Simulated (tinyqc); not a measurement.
Slope factor and drain-induced lowering from three currents.

Problem. With source and body at 0 V, I = A exp((Vg + dd Vd)/(nf Vt)) (1 - exp(-Vd/Vt)). Find nf, the swing nf Vt ln 10 and dd.

Parameters, values chosen for the exercise:
```
symbol,value,unit,meaning
T,300,K,temperature
```

Constants: q = 1.602176634e-19 C, kB = 1.380649e-23 J/K, Vt = kB T/q. Results are converted to the units shown.

currents at (Vg, Vd) = (0, 0.05), (0, 0.9) and (0.08, 0.9) V (nA/um): [6.0047978e-4, 0.020322395, 0.23237855]

Answer. The pair at equal Vd gives nf; the pair at equal Vg, after dividing out the factors 1 - exp(-Vd/Vt), gives dd.

nf = 1.27
swing = 75.6 mV/decade
dd = 0.130

Program tinyqc, `OMP_NUM_THREADS=1 python tinyqc.py 2242001 2242002 out.jsonl`; Intel Xeon 2.30GHz, shared host, one thread, about 0.03 s.
